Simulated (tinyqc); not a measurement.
Inside a calculation. Model: short-channel transistor, virtual-source model with series resistance.

tinyqc, about 0.01 s, one thread, Intel Xeon 2.30GHz (shared host): `OMP_NUM_THREADS=1 python tinyqc.py 2380057 2380058 out.jsonl` Printed values are rounded.

The current per gate width is the charge at the top of the source barrier (the virtual source) times its velocity times a saturation function; al and be are fitting constants of the model. Units: I in uA/um, Rs in ohm um, so I Rs = 1e-6 I Rs in volts; Q in uC/cm^2, so I = 1e-4 Q vx0 Fsat with vx0 in cm/s.

Parameters, values chosen for the exercise: temperature T = 300 K; inversion capacitance Cinv = 1.73 uF/cm^2; velocity at the virtual source vx0 = 1.4e7 cm/s; apparent mobility mu = 120 cm^2/(V s); channel length L = 45 nm; threshold at zero drain voltage VT0 = 0.339 V; drain-induced barrier lowering dl = 0.157 V/V; subthreshold factor n0 = 1.36; growth of n with drain voltage nd = 0.2 1/V; threshold shift (in units of Vt) from weak to strong inversion al = 3.5; sharpness of saturation be = 1.8; series resistance of each contact Rs = 150 ohm um; gate voltage Vgs = 0.33 V; drain voltage Vds = 0.5 V.

Constants: q = 1.602176634e-19 C, kB = 1.380649e-23 J/K, Vt = kB T/q. Results are converted to the units shown.

## Iteration 1: current through the series resistance

I at the start = 0 uA/um

Intrinsic voltages Vg' = Vgs - I Rs, Vd' = Vds - 2 I Rs. n = n0 + nd Vd', VT = VT0 - dl Vd', Ff = 1/(1 + exp((Vg' - VT + al Vt/2)/(al Vt))), Q = Cinv n Vt ln(1 + exp((Vg' - VT + al Vt Ff)/(n Vt))), Vdsat = (vx0 L/mu)(1 - Ff) + Vt Ff, Fsat = u/(1 + u^be)^(1/be) with u = Vd'/Vdsat, and I(out) = Q vx0 Fsat per width. (Fsat takes the sign of u.) I(new) = I + 0.3 (I(out) - I).

Vg' = 0.33 V
Vd' = 0.5 V
VT = 0.2605 V
Ff = 0.219581
Q = 0.160455 uC/cm^2
Vdsat = 0.415396 V
Fsat = 0.740751
I(out) = 166.400 uA/um
I after iteration 1 = 49.9200 uA/um

## Iteration 2: current through the series resistance

As before.

Vg' = 0.322512 V
Vd' = 0.485024 V
VT = 0.262851 V
Ff = 0.238782
Q = 0.147720 uC/cm^2
Vdsat = 0.405812 V
Fsat = 0.738561
I(out) = 152.740 uA/um
I after iteration 2 = 80.7660 uA/um

## Course of the iteration: current through the series resistance

Stop when I changes by less than 1e-7 uA/um, or after 80 iterations.

Course of the iteration:
```
iteration  I (uA/um)  |change| (uA/um)
1            49.9200              49.9
2            80.7660              30.8
3            99.9116              19.1
4            111.828              11.9
5            119.259              7.43
6            123.897              4.64
7            126.794              2.90
8            128.605              1.81
9            129.737              1.13
...              ...               ...
36           131.625           3.54e-6
37           131.625           2.22e-6
38           131.625           1.39e-6
39           131.625           8.66e-7
40           131.625           5.42e-7
41           131.625           3.39e-7
42           131.625           2.12e-7
43           131.625           1.33e-7
44           131.625           8.29e-8
```

Converged in 44 iterations. At the end each change is about 0.63 times the one before: linear convergence.

## What the series resistance costs

converged I = 131.625 uA/um
I0 = 166.400 uA/um

Intrinsic voltages Vg' = Vgs - I Rs, Vd' = Vds - 2 I Rs. n = n0 + nd Vd', VT = VT0 - dl Vd', Ff = 1/(1 + exp((Vg' - VT + al Vt/2)/(al Vt))), Q = Cinv n Vt ln(1 + exp((Vg' - VT + al Vt Ff)/(n Vt))), Vdsat = (vx0 L/mu)(1 - Ff) + Vt Ff, Fsat = u/(1 + u^be)^(1/be) with u = Vd'/Vdsat, and I = Q vx0 Fsat per width. I0 is the current for Rs = 0. Effective velocity I/Q; transit time L Q/I.

loss against I0 = 20.8982 %
effective velocity = 1.02991e7 cm/s
transit time = 0.436932 ps

The carriers leave the virtual source at 73.6 % of vx0.
